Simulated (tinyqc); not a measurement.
What each parameter does: optical transitions of a finite quantum well.

Each carrier sees a square well of width L with its own depth V and masses m (inside), mb (outside); c = hbar^2/2m0, k = sqrt(m E/c), kappa = sqrt(mb (V - E)/c), and level n solves k L + 2 atan[(k/m)/(kappa/mb)] = n pi. The envelope is cos(kz) for odd n and sin(kz) for even n inside, joins exp(-kappa (|z| - L/2)) outside, and is normalised to 1. Excitons and band mixing are left out.

Constants: hbar^2/2m0 = 3.80998211 eV angstrom^2; hc = 1239.841984 eV nm.

Values chosen for the exercise (near those of an InGaAs well in InP; shifted at random, so the results belong to these values and not to a real crystal): L = 167 angstrom (well width); Eg = 0.795 eV (gap of the well); Vc = 0.246 eV (conduction offset); Vv = 0.333 eV (valence offset); me = 0.0406 m0 (electron, well); meb = 0.0805 m0 (electron, barrier); mh = 0.389 m0 (heavy hole along z, well); mhb = 0.531 m0 (heavy hole, barrier); ml = 0.0504 m0 (light hole along z, well); mlb = 0.1226 m0 (light hole, barrier).

Edge wavelength hc/(Eg + e1 + hh1), squared overlap of e1 and hh1, and the confinement energies. Each row changes one parameter from the base and keeps the others.

Results:

| case | edge (nm) | overlap^2 | e1 (meV) | hh1 (meV) |
|---|---|---|---|---|
| base | 1517.8 | 0.9666 | 18.9 | 3.0 |
| L = 150 angstrom | 1510.4 | 0.9613 | 22.2 | 3.7 |
| Eg = 0.811 eV | 1488.6 | 0.9666 | 18.9 | 3.0 |
| Vc = 0.283 eV | 1516.6 | 0.9713 | 19.5 | 3.0 |
| Vv = 0.266 eV | 1517.8 | 0.9695 | 18.9 | 2.9 |
| me = 0.0447 m0 | 1519.6 | 0.9714 | 17.9 | 3.0 |
| mh = 0.331 m0 | 1516.9 | 0.9701 | 18.9 | 3.4 |
| meb = 0.0966 m0 | 1519.2 | 0.9635 | 18.1 | 3.0 |

The largest shifts from the base row, up to three for each result and ties (the steps differ in size, so this ranks the rows, not the parameters). edge (nm): Eg -29.2, L -7.3, me +1.8; unchanged at the printed digits by Vv. overlap^2: L -0.0053, me +0.0048, Vc +0.0047; unchanged at the printed digits by Eg. e1 (meV): L +3.3, me -1.0, meb -0.8; unchanged at the printed digits by Eg, Vv and mh. hh1 (meV): L +0.7, mh +0.4, Vv -0.0; unchanged at the printed digits by Eg, Vc, me and meb.

Run: tinyqc, `OMP_NUM_THREADS=1 python tinyqc.py 1251642 1251643 out.jsonl`; Intel(R) Xeon(R) Processor @ 2.30GHz, one thread, shared host; about 0.06 s of CPU time with all checks.
